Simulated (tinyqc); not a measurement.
## Single-junction solar cell, detailed-balance limit: where the incident power goes

Every photon above the gap Eg makes one pair and none below is absorbed; carriers thermalise at T and move without loss. Jsc = q fs X Phi(Eg, Ts); the dark current is J0 = q ge Phi(Eg, T)/ERE with the Boltzmann factor exp(V/Vt). The efficiency is the electrical power over fs X sigma Ts^4.

Photon flux above E from a black body at temperature T into a hemisphere: Phi(E, T) = A sum_k exp(-k E/th)[E^2 th/k + 2 E th^2/k^2 + 2 th^3/k^3], k = 1, 2, ..., with th = kB T/q in eV and A = 2 pi q^3/(h^3 c^2). J(V) = Jsc - J0 (exp(V/Vt) - 1); Voc = Vt ln(1 + Jsc/J0); at maximum power v = Vmp/Vt solves (1 + v) exp(v) = 1 + Jsc/J0. Pin = fs X sigma Ts^4, sigma = 2 pi^5 kB^4/(15 h^3 c^2). Power above the gap Pg = fs X A q sum_k exp(-k Eg/th)[Eg^3 a + 3 Eg^2 a^2 + 6 Eg a^3 + 6 a^4], a = th/k at Ts. Shares: Pin - Pg; Pg - Jsc Eg/q; Jsc (Eg/q - Voc); Jsc (Voc - Vmp); (Jsc - Jmp) Vmp; Jmp Vmp.

Values chosen for this exercise: cell temperature T = 320 K; temperature of the black-body sun Ts = 5760 K; share of the hemisphere filled by the sun fs = 2.16e-5; concentration X = 100; external radiative efficiency ERE = 0.01; number of faces that emit ge = 1; band gap Eg = 1.44 eV.

Constants: q = 1.602176634e-19 C, kB = 1.380649e-23 J/K, h = 6.62607015e-34 J s, c = 299792458 m/s, Vt = kB T/q. Results are converted to the units shown.

Shares of Pin:

|  | share (%) |
|---|---|
| below the gap | 37.143 |
| thermalisation | 22.209 |
| Eg/q to Voc | 7.8737 |
| Voc to Vmp | 2.8602 |
| Jsc to Jmp | 0.75864 |
| output | 29.155 |

What does the table show?

The six shares add up to 100 %. The largest loss is "below the gap" with 37.1 %. The two spectral losses take 59.4 % together, more below the gap than by thermalisation: a smaller gap would shift the balance.

Program tinyqc, `OMP_NUM_THREADS=1 python tinyqc.py 2820022 2820023 out.jsonl`; Intel Xeon 2.30GHz, shared host, one thread, about 0.01 s.
